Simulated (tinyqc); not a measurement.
## Transfer-length model of a contact: effect of the contact resistivity

A metal contact of length d and width W on a thin layer of the same width. The metal has no resistance, the sheet resistance under it equals Rsh, and current enters the layer at the front edge x = 0.

Transfer length Lt = sqrt(rc/Rsh); front resistance Rc = (Rsh Lt/W) coth(d/Lt); end resistance Re = (Rsh Lt/W)/sinh(d/Lt).

Inputs (values chosen for the exercise): sheet resistance of the semiconductor layer Rsh = 970 ohm/sq; contact length d = 0.016 um; contact width W = 2.7 um.

Effect of the contact resistivity:

| rc (ohm cm^2) | Lt (um) | d/Lt | Rc W (ohm um) |
|---|---|---|---|
| 1.9e-10 | 0.004426 | 3.615 | 4.299 |
| 4.7e-10 | 0.006961 | 2.299 | 6.890 |
| 1.2e-9 | 0.01112 | 1.439 | 12.08 |
| 3e-9 | 0.01759 | 0.9098 | 23.66 |
| 7.4e-9 | 0.02762 | 0.5793 | 51.31 |
| 1.9e-8 | 0.04426 | 0.3615 | 123.9 |
| 4.7e-8 | 0.06961 | 0.2299 | 298.9 |
| 1.2e-7 | 0.1112 | 0.1439 | 755.2 |
| 3e-7 | 0.1759 | 0.09098 | 1880 |

Rc W rises from 4.30 to 1880 ohm um, as rc^(0.52) between the first two rows (d/Lt = 3.6) and rc^(1.00) between the last two (d/Lt = 0.091); a long contact gives the power 1/2 and a short one 1. In 4 of the 9 rows Lt is below 20 nm, near the thickness of a real layer, where current spreads in depth and the line model fails.

tinyqc, about 0.01 s, one thread, Intel Xeon 2.30GHz (shared host): `OMP_NUM_THREADS=1 python tinyqc.py 2760096 2760097 out.jsonl`
